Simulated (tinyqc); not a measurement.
Charge stability of a double quantum dot, constant-interaction model with a charge sensor: two steps of the calculation.

Capacitance matrix C = [[C1, -Cm], [-Cm, C2]], C1 = G1 + X1 + Cm + L1, C2 = G2 + X2 + Cm + L2. Gate charges n1 = (G1 V1 + X1 V2)/q, n2 = (X2 V1 + G2 V2)/q. The state (N1, N2) has U = (1/2) d^T E d with d = (N1 - n1, N2 - n2) and E = q^2 C^(-1). Leads at 0 V; no tunnel coupling, spin or level spacing. The sensor reads s1 <N1> + s2 <N2>.

Parameters, values chosen for the exercise:
```
symbol  value  unit                    meaning
G1        2.1    aF            gate 1 to dot 1
G2        2.5    aF            gate 2 to dot 2
X1       0.44    aF            gate 2 to dot 1
X2       0.58    aF            gate 1 to dot 2
Cm        2.4    aF           between the dots
L1        5.7    aF  dot 1 to leads and ground
L2        6.2    aF  dot 2 to leads and ground
s1       0.54           sensor weight of dot 1
s2       0.18           sensor weight of dot 2
T         2.4     K                temperature
V1       94.3    mV          voltage of gate 1
V2         69    mV          voltage of gate 2
```

Constants: q = 1.602176634e-19 C, kB = 1.380649e-23 J/K, Vt = kB T/q. Results are converted to the units shown.

Task 1. Charging energies and lever arms. E = q^2 C^(-1) holds EC1, EC2 on the diagonal and ECm off it; the lever arms are A = C^(-1) [[G1, X1], [X2, G2]] (row: dot, column: gate).

Give: C; E; lever arms; gate charges.

Result 1.

C (aF):

|  | 1 | 2 |
|---|---|---|
| 1 | 10.64 | -2.4 |
| 2 | -2.4 | 11.68 |

E (meV):

|  | 1 | 2 |
|---|---|---|
| 1 | 15.790 | 3.244 |
| 2 | 3.244 | 14.384 |

lever arms (eV/V):

|  | 1 | 2 |
|---|---|---|
| 1 | 0.21871 | 0.09399 |
| 2 | 0.09460 | 0.23335 |

gate charges: n1 1.4255, n2 1.4180

ECm is 21.5 % of the geometric mean of EC1 and EC2.

Task 2. Energies and occupation of the charge states. U for N1, N2 = 0, 1, 2; p is proportional to exp(-U/kB T), normalised over these nine states.

E (meV):

|  | 1 | 2 |
|---|---|---|
| 1 | 15.789893 | 3.244499 |
| 2 | 3.244499 | 14.383943 |

gate charges: n1 1.4254983, n2 1.4180334

Wanted: U; p; mean charges; sensor signal.

Result 2.

| state | U (meV) | p |
|---|---|---|
| (0,0) | 37.063 | 0.00000 |
| (0,1) | 19.233 | 0.00000 |
| (0,2) | 15.787 | 0.00000 |
| (1,0) | 17.849 | 0.00000 |
| (1,1) | 3.263 | 0.16566 |
| (1,2) | 3.062 | 0.43893 |
| (2,0) | 14.424 | 0.00000 |
| (2,1) | 3.083 | 0.39542 |
| (2,2) | 6.126 | 0.00000 |

mean charges: <N1> 1.3954, <N2> 1.4389
sensor signal = 1.0125

The ground state is (1,2), 0.0216 meV (0.104 kB T) below (2,1).

tinyqc, about 0.01 s, one thread, Intel Xeon 2.30GHz (shared host): `OMP_NUM_THREADS=1 python tinyqc.py 2470124 2470125 out.jsonl`
